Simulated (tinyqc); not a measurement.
Worked calculation: inversion-layer mobility, back-scattering and ballistic limit of a field-effect transistor. Computed by tinyqc, a small Python program that keeps every step. Command: `OMP_NUM_THREADS=1 python tinyqc.py 3013886 3013887 out.jsonl mos walk`. One thread of a shared host (Intel(R) Xeon(R) Processor @ 2.30GHz), about 0.01 s of CPU time with the checks. Intermediate numbers are printed to about 7 digits and carried at full precision; extremes and crossings named in words are read from the listed rows.

The charge at the top of the source barrier is fixed by the gate; series resistance and short-channel effects are left out. F_j are Fermi integrals normalised to exp(eta) in the classical limit.

Inputs (values chosen for the exercise, modelled on a strained silicon n-channel):
```
quantity                                       value        unit
transport mass m                                 0.2         m_0
valley degeneracy g_v                              2           -
weight w of the inversion charge                 0.5           -
permittivity eps                                11.7           -
phonon mobility at 1 MV/cm and 300 K, mu_ph      540  cm^2/(V s)
roughness mobility at 1 MV/cm, mu_sr            2100  cm^2/(V s)
Coulomb mobility at N_inv = 1e12/cm^2, mu_C      930  cm^2/(V s)
electrical oxide thickness t_inv                 5.8          nm
depletion charge N_dep                       3.1e+12      1/cm^2
gate overdrive V_G - V_T                        0.36           V
drain voltage V_D                               0.54           V
channel length L                                  46          nm
exponent a of the critical length               0.57           -
temperature T                                     77           K
```

Statistics at the top of the barrier: Fermi-Dirac.

Constants: eps_0 = 8.8541878128e-12 F/m; e = 1.602176634e-19 C; m_0 = 9.1093837015e-31 kg; k_B = 1.380649e-23 J/K; hbar = 1.054571817e-34 J s; k_B = 8.617333262e-05 eV/K.

## Charge and field

N_inv = 3.9 eps_0 (V_G - V_T)/(e t_inv); effective field E_eff = e (N_dep + w N_inv)/(eps eps_0).

inversion density N_inv = 1.337758e+12 1/cm^2

effective field E_eff = 0.5828918 MV/cm

## Effective mobility

mu_phonon = mu_ph (E_eff/1 MV/cm)^(-0.3) (T/300 K)^(-1.75); mu_rough = mu_sr (E_eff/1 MV/cm)^(-2); mu_Coulomb = mu_C (N_inv/1e12 cm^-2) (T/300 K); Matthiessen's rule adds 1/mu.

phonon part = 6859.948 cm^2/(V s)

roughness part = 6180.781 cm^2/(V s)

Coulomb part = 319.3228 cm^2/(V s)

effective mobility mu = 290.7659 cm^2/(V s)

The Coulomb part is the lowest and holds 91 % of 1/mu.

## Ballistic limit

F_j(eta) = (1/Gamma(j + 1)) int_0^infinity x^j/(1 + exp(x - eta)) dx, F_0 = ln(1 + exp(eta)). Integrals over x = E/(k_B T) use 160 Gauss-Legendre points in u = sqrt(x) from 0 to sqrt(max(eta, 0) + 32). Ballistic channel: N_2D = g_v m k_B T/(pi hbar^2), U = e V_D/(k_B T); eta_F solves N_inv = (N_2D/2)[F_0(eta_F) + F_0(eta_F - U)]; v_T = sqrt(2 k_B T/(pi m)); I/W = e (N_2D/2) v_T [F_1/2(eta_F) - F_1/2(eta_F - U)]; injection velocity v_T F_1/2(eta_F)/F_0(eta_F).

N_2D = 1.108717e+12 1/cm^2

eta_F = 2.319367

thermal velocity v_T = 0.6094914 1e7 cm/s

injection velocity = 0.8366099 1e7 cm/s

ballistic current I/W = 179.3126 microampere/micrometre

Degeneracy raises the injection velocity by a factor 1.37.

## Back-scattering

Mean free path lambda = (2 k_B T/e)(mu/v_T) F_0(eta_0)/F_-1/2(eta_0), with eta_0 from N_inv = N_2D F_0(eta_0); critical length l = L (1 + U)^(-a), an empirical rule; back-scattering r = l/(l + lambda). Then eta solves N_inv = (N_2D/2)[(1 + r) F_0(eta) + (1 - r) F_0(eta - U)] and I/W = e (N_2D/2) v_T (1 - r)[F_1/2(eta) - F_1/2(eta - U)]. Ballistic ratio: I over the ballistic current. Apparent mobility 1/(1/mu + 1/mu_B), mu_B = mu L/lambda.

eta_0 = 0.8510224

mean free path lambda = 7.950241 nm

critical length l = 3.721623 nm

back-scattering coefficient r = 0.3188542

current I/W = 86.41445 microampere/micrometre

ballistic ratio = 0.4819206

apparent low-field mobility = 247.9179 cm^2/(V s)

L/lambda = 5.79, but at this drain voltage only the first 3.72 nm can return a carrier to the source, so the device works at 48 % of its ballistic limit.

## Channel length

The last column is the long-channel law e N_inv mu V/L with V = V_D - V_D^2/(2 V_ov) below pinch-off and V_ov/2 above, V_ov = V_G - V_T.

Currents (microampere/micrometre):
```
L (nm)          r       I/W  ballistic ratio  long-channel law
5       0.0484184  160.6729        0.8960490          2243.540
10      0.0923646  145.5057        0.8114641          1121.770
20      0.1691095  122.3391        0.6822669           560.885
40      0.2892963   92.7068        0.5170122           280.442
80      0.4487662   62.3796        0.3478818           140.221
160     0.6195150   37.6715        0.2100887            70.111
400     0.8027832   17.2025        0.0959357            28.044
1000    0.9105258    7.2923        0.0406679            11.218
```

The current scales as L^-0.94 at the long end and as L^-0.14 at the short end, where it reaches 90 % of the ballistic 179. The long-channel law passes the ballistic limit between 40.0 and 80.0 nm and has no meaning below. At 1000 nm the model gives 0.65 times the long-channel law; the rule for l is a fit for short devices and fails wherever the model exceeds that law. Raising mu by 10 % at 20 nm raises I by 3.0 %.

## The mobility curve

The formulas are those given above.

Mobilities (cm^2/(V s)):
```
V_G - V_T (V)  N_inv (1/cm^2)  E_eff (MV/cm)    phonon  roughness   Coulomb     total
0.03             1.114798e+11      0.4880643  7235.259   8815.872    26.610   26.4332
0.06             2.229596e+11      0.4966849  7197.354   8512.503    53.220   52.5040
0.12             4.459192e+11      0.5139263  7124.049   7950.923   106.441  103.5087
0.20             7.431987e+11      0.5369148  7031.137   7284.647   177.402  169.0209
0.35             1.300598e+12      0.5800183  6870.126   6242.175   310.453  283.5382
0.50             1.857997e+12      0.6231217  6723.963   5408.459   443.504  386.3406
0.75             2.786995e+12      0.6949608  6507.424   4348.091   665.256  529.9872
1.00             3.715994e+12      0.7667999  6318.188   3571.537   887.008  638.7121
1.50             5.573990e+12      0.9104780  6000.899   2533.263  1330.511  761.6262
```

The lowest part is Coulomb from 0.0300 to 1.50 V. The total rises over the whole table.

Checks made by the program: long channel and small V_D against the drift formula e N mu V_D/L (relative difference 5e-04).
